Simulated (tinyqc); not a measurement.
Smoothing against break-up: capillary instabilities by surface diffusion: grooving and agglomeration of films, edge retraction, wire break-up and smoothing of roughness. Computed by tinyqc, a small Python program. Command: `OMP_NUM_THREADS=1 python tinyqc.py 3028636 3028637 out.jsonl dewet walk`. One thread of a shared host (Intel(R) Xeon(R) Processor @ 2.30GHz), about 0.01 s of CPU time with the checks.

Isotropic surface energy; shapes change by surface diffusion alone.

Inputs (values chosen for the exercise, for a model film):

| quantity | value | unit |
|---|---|---|
| surface energy gamma_s | 2.74 | J/m^2 |
| grain-boundary energy gamma_b | 0.86 | J/m^2 |
| atomic volume Omega | 13.6 | angstrom^3 |
| surface sites nu | 15 | 1/nm^2 |
| prefactor D0 | 1.6e-06 | m^2/s |
| activation energy Q | 2.51 | eV |
| temperature T | 1526 | K |
| film thickness h | 13 | nm |
| grain radius R | 65 | nm |
| wire radius r | 14 | nm |
| initial ripple over radius | 0.01 | - |
| roughness wavelength lambda | 60 | nm |

Grooves: at the surface only.

Constants: k_B = 8.617333262e-05 eV/K; k_B = 1.380649e-23 J/K.

Method:
- Groove angle beta: sin(beta) = gamma_b/(2 gamma). For circular grains of radius R with spherical caps the groove ends (measured from the mean surface) at the depth R g(beta), g = (2 - 3 cos beta + cos^3 beta)/(3 sin^3 beta). The film parts if R g(beta_s) > h.
- B = D_s nu gamma_s Omega^2/(k_B T), D_s = D0 exp(-Q/(k_B T)).
- A wire with r + A cos(k z) has dA/dt = (B/r^4) (kr)^2 [1 - (kr)^2] A: unstable for wavelengths above 2 pi r, fastest at kr = 1/sqrt 2 with the rate B/(4 r^4); break-up time about (4 r^4/B) ln(r/A0); each wavelength makes a sphere of radius (3 r^2 lambda_m/4)^(1/3).
- Roughness of wavelength lambda on a flat face decays as exp[-B (2 pi/lambda)^4 t]; the smoothing time is that for a factor e^3.

beta_s = 9.02900 degrees

Times (s); the last column is (h/(0.780 tan beta_s))^4/B:

| T (K) | B (nm^4/s) | smoothing | wire break-up | groove to depth h |
|---|---|---|---|---|
| 1297 | 1.1991e+02 | 2.0804e+02 | 5.9014e+03 | 1.0093e+06 |
| 1373 | 3.9264e+02 | 6.3534e+01 | 1.8023e+03 | 3.0822e+05 |
| 1450 | 1.1470e+03 | 2.1749e+01 | 6.1696e+02 | 1.0551e+05 |
| 1526 | 2.9639e+03 | 8.4168e+00 | 2.3876e+02 | 4.0832e+04 |
| 1602 | 6.9825e+03 | 3.5727e+00 | 1.0135e+02 | 1.7332e+04 |
| 1679 | 1.5337e+04 | 1.6265e+00 | 4.6139e+01 | 7.8906e+03 |
| 1831 | 5.9369e+04 | 4.2019e-01 | 1.1919e+01 | 2.0385e+03 |

What does the comparison show, and why?

All times share 1/B, so their ratios do not depend on T: break-up over smoothing is 28. An anneal can smooth this roughness well before the wire breaks. Smoothing is safe for lambda well below 2 pi r, above which a ripple along the wire grows instead. B spans 2.7 decades over these rows.
